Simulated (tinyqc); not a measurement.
Lateral field, substrate current, probability of reaching the oxide barrier and hot-carrier lifetime of a silicon transistor (pseudo-two-dimensional and lucky-electron models). Changing the length of the depleted extension L_n. Computed by tinyqc, a small Python program. Command: `OMP_NUM_THREADS=1 python tinyqc.py 3029140 3029141 out.jsonl hotcar sweep`. One thread of a shared host (Intel(R) Xeon(R) Processor @ 2.30GHz), about 0.01 s of CPU time with the checks.

Local-field models: a lucky carrier gains its energy at the peak field over a path free of collisions. Voltages are magnitudes.

Inputs (values chosen for the exercise, modelled on a silicon n-channel):

| quantity | value | unit |
|---|---|---|
| channel length L | 860 | nm |
| oxide thickness t | 15 | nm |
| junction depth x_j | 240 | nm |
| mobility mu | 370 | cm^2/(V s) |
| saturation velocity v_s | 0.85 | 1e7 cm/s |
| threshold voltage V_T | 0.38 | V |
| gate voltage V_G | 3.3 | V |
| drain voltage V_D | 6.7 | V |
| ionisation prefactor A_i | 1.8e+06 | 1/cm |
| ionisation field B_i | 1.66 | MV/cm |
| hot-carrier mean free path lambda | 7.4 | nm |
| oxide barrier phi_b | 3.1 | eV |
| interface-trap threshold phi_it | 3.8 | eV |
| lifetime constant H | 200 | s microampere/micrometre |

Drain: lightly doped extension.

Constants: eps_0 = 8.8541878128e-12 F/m.

Method:
- C_ox = 3.9 eps_0/t; F_sat = 2 v_s/mu; V_Dsat = V_ov F_sat L/(V_ov + F_sat L), V_ov = V_G - V_T; I_D/W = C_ox v_s (V_ov - V_Dsat).
- Scale length l = 0.22 t^(1/3) x_j^(1/2) (all in cm); F_m = sqrt(((V_D - V_Dsat)/l_e)^2 + F_sat^2), with l_e = l + L_n; length of the velocity-saturated region l_e ln((V_D - V_Dsat)/(l_e F_sat) + F_m/F_sat).
- Substrate current I_sub/I_D = (A_i/B_i)(V_D - V_Dsat) exp(-B_i/F_m); probability of reaching the oxide barrier exp(-phi_b/(e lambda F_m)); lifetime tau = (H/(I_D/W)) exp(phi_it/(e lambda F_m)).
- V_10 solves tau = 3.156e8 s at the given V_G. The extrapolation fits ln(tau) against 1/V_D at 1, 1.08, 1.16 and 1.25 times the given V_D (rounded to 3 digits) by least squares and reads off the same tau.

One run for each value:

| length of the depleted extension L_n (nm) | peak field F_m (kV/cm) | substrate current I_sub/W (microampere/micrometre) | lifetime tau (s) | ten-year drain voltage V_10 (V) |
|---|---|---|---|---|
| 9.1 | 381.78 | 1.7095e+01 | 5.7179e+05 | 5.067 |
| 14.0 | 368.36 | 1.4591e+01 | 9.3325e+05 | 5.192 |
| 23.0 | 346.08 | 1.0916e+01 | 2.2901e+06 | 5.422 |
| 36.0 | 318.37 | 7.1905e+00 | 8.3318e+06 | 5.755 |
| 57.0 | 282.12 | 3.6800e+00 | 6.6170e+07 | 6.292 |
| 91.0 | 238.67 | 1.2608e+00 | 1.8186e+09 | 7.161 |
| 140.0 | 196.09 | 2.7847e-01 | 1.9438e+11 | 8.414 |
| 230.0 | 149.33 | 1.9650e-02 | 7.0870e+14 | 10.716 |

What does the table show, and why?

Over the rows, peak field F_m (kV/cm) falls from 382 to 149 (exponent d ln y / d ln x -0.083 between the first rows and -0.55 between the last); substrate current I_sub/W (microampere/micrometre) falls from 17.1 to 0.0197 (exponent d ln y / d ln x -0.37 between the first rows and -5.3 between the last); lifetime tau (s) rises from 572000 to 7.09e14 (exponent d ln y / d ln x 1.1 between the first rows and 17 between the last). The extension spreads the same voltage over a longer distance; its series resistance, left out, is the price.

Caution (rows 140, 230): the saturated region fills most of the channel, so the split into two regions is rough.

Extremes, crossings and ranges named in words are read from the listed rows.
